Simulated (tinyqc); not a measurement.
Shrinking the pitch: stress in a transistor channel from embedded alloy regions, liners and fins, by half-space elasticity. Computed by tinyqc, a small Python program. Command: `OMP_NUM_THREADS=1 python tinyqc.py 3019422 3019423 out.jsonl stressor walk`. One thread of a shared host (Intel(R) Xeon(R) Processor @ 2.30GHz), about 0.01 s of CPU time with the checks.

Plane strain in an isotropic half-space, the same constants everywhere; x along the channel from its centre, y downwards from the free surface; stress is positive in tension.

Inputs (values chosen for the exercise, modelled on silicon): alloy fraction x = 0.58; lattice change per unit x, beta = 0.0412; Young's modulus E = 168 GPa; Poisson ratio nu = 0.25; channel length L = 98 nm; length of each stressor S = 120 nm; recess depth d = 20 nm; depth of the field point y = 3.2 nm.

Stressor: Si(1-x)Ge(x) source and drain.

Method:
- Misfit e = beta x. A fully constrained inclusion holds the stress -p with p = E e/(1 - 2 nu); a blanket film would hold -E e/(1 - nu) in the plane.
- A line element dA of misfit at (a, c) in the half-space gives, with C = E e/(2 pi (1 - nu)), X = x - a, r1^2 = X^2 + (y - c)^2, r2^2 = X^2 + Y^2, Y = y + c: s_xx = -C dA {[X^2 - (y - c)^2]/r1^4 + 3 [X^2 - Y^2]/r2^4 + 4 y Y (Y^2 - 3 X^2)/r2^6}, s_yy = C dA {[X^2 - (y - c)^2]/r1^4 - [X^2 - Y^2]/r2^4 + 4 y Y (Y^2 - 3 X^2)/r2^6}. These are integrated over two rectangles, L/2 < |a| < L/2 + S, 0 < c < d (closed form in a, 200 Gauss-Legendre points in c).
- L and S are scaled together at fixed d, then S alone, then L alone.

misfit e = 0.023896

S_xx at the centre (MPa):
```
scale  L and S scaled  S alone  L alone
0.35          -2903.6  -1101.0  -4095.0
0.50          -2687.7  -1332.8  -3320.2
0.70          -2267.0  -1548.5  -2526.3
1.00          -1760.5  -1760.5  -1760.5
1.40          -1327.5  -1935.8  -1183.0
2.00           -957.9  -2090.6   -738.0
3.00           -649.4  -2228.2   -409.1
```

What follows from these numbers?

Halving S alone keeps 0.76 of the stress, halving L alone gives 1.89, and halving both 1.53: a shorter channel brings the walls closer, a shorter stressor brings its far wall, which pulls the other way, closer too. Neighbouring devices are left out. Caution: at such misfit the regions may relax by dislocations, and linear elasticity is rough.
